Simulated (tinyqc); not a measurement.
Worked calculation: UKS/PBE in the sto-3g basis, for H4+, spin multiplicity 2. One step of it, computed by the program tinyqc.

Task: Iteration 2: diagonalisation and new density. Diagonalise F' = X^T F X, C = X C', fill 2 alpha and 1 beta electrons from the bottom; D(s) = C_occ C_occ^T; the new density keeps 0.2 of the old one (damping). Each column has its largest component positive (the first on a tie).

F(alpha) (hartree), order 1H 1s, 2H 1s, 3H 1s, 4H 1s:
```
[[-0.632200, -0.419131, -0.339270, -0.201097],
 [-0.419131, -0.632200, -0.201097, -0.339270],
 [-0.339270, -0.201097, -0.632200, -0.419131],
 [-0.201097, -0.339270, -0.419131, -0.632200]]
```

F(beta) (hartree), order 1H 1s, 2H 1s, 3H 1s, 4H 1s:
```
[[-0.569685, -0.396518, -0.326010, -0.194289],
 [-0.396518, -0.569685, -0.194289, -0.326010],
 [-0.326010, -0.194289, -0.569685, -0.396518],
 [-0.194289, -0.326010, -0.396518, -0.569685]]
```

X, order 1H 1s, 2H 1s, 3H 1s, 4H 1s:
```
[[0.753649, 0.578544, 0.525288, 0.362081],
 [-0.753649, -0.578544, 0.525288, 0.362081],
 [-0.753649, 0.578544, -0.525288, 0.362081],
 [0.753649, -0.578544, -0.525288, 0.362081]]
```

D(alpha) after iteration 1, order 1H 1s, 2H 1s, 3H 1s, 4H 1s:
```
[[0.506164, 0.145084, -0.162515, -0.069206],
 [0.145084, 0.506164, -0.069206, -0.162515],
 [-0.162515, -0.069206, 0.506164, 0.145084],
 [-0.069206, -0.162515, 0.145084, 0.506164]]
```

D(beta) after iteration 1, order 1H 1s, 2H 1s, 3H 1s, 4H 1s:
```
[[0.218479, -0.008715, -0.008715, 0.218479],
 [-0.008715, 0.218479, 0.218479, -0.008715],
 [-0.008715, 0.218479, 0.218479, -0.008715],
 [0.218479, -0.008715, -0.008715, 0.218479]]
```

overlap S, order 1H 1s, 2H 1s, 3H 1s, 4H 1s:
```
[[1.000000, 0.406470, 0.326907, 0.173529],
 [0.406470, 1.000000, 0.173529, 0.326907],
 [0.326907, 0.173529, 1.000000, 0.406470],
 [0.173529, 0.326907, 0.406470, 1.000000]]
```

Give: F' = X^T F X; orbital energies; coefficients C; F' = X^T F X; orbital energies; coefficients C; D(alpha) after iteration 2; D(beta) after iteration 2.

Result:

F' = X^T F X (alpha) (hartree):
```
[[-0.170, 0.000, 0.000, 0.000],
 [0.000, -0.470, 0.000, 0.000],
 [0.000, 0.000, -0.564, 0.000],
 [0.000, 0.000, 0.000, -0.835]]
```

orbital energies (alpha) (hartree): [-0.835, -0.564, -0.470, -0.170]

coefficients C (alpha), order 1H 1s, 2H 1s, 3H 1s, 4H 1s:
```
[[0.362, 0.525, 0.579, 0.754],
 [0.362, 0.525, -0.579, -0.754],
 [0.362, -0.525, 0.579, -0.754],
 [0.362, -0.525, -0.579, 0.754]]
```

F' = X^T F X (beta) (hartree):
```
[[-0.094, 0.000, 0.000, 0.000],
 [0.000, -0.408, 0.000, 0.000],
 [0.000, 0.000, -0.492, 0.000],
 [0.000, 0.000, 0.000, -0.780]]
```

orbital energies (beta) (hartree): [-0.780, -0.492, -0.408, -0.094]

coefficients C (beta), order 1H 1s, 2H 1s, 3H 1s, 4H 1s:
```
[[0.362, 0.525, 0.579, 0.754],
 [0.362, 0.525, -0.579, -0.754],
 [0.362, -0.525, 0.579, -0.754],
 [0.362, -0.525, -0.579, 0.754]]
```

D(alpha) after iteration 2, order 1H 1s, 2H 1s, 3H 1s, 4H 1s:
```
[[0.427, 0.355, -0.148, -0.130],
 [0.355, 0.427, -0.130, -0.148],
 [-0.148, -0.130, 0.427, 0.355],
 [-0.130, -0.148, 0.355, 0.427]]
```

D(beta) after iteration 2, order 1H 1s, 2H 1s, 3H 1s, 4H 1s:
```
[[0.149, 0.103, 0.103, 0.149],
 [0.103, 0.149, 0.149, 0.103],
 [0.103, 0.149, 0.149, 0.103],
 [0.149, 0.103, 0.103, 0.149]]
```
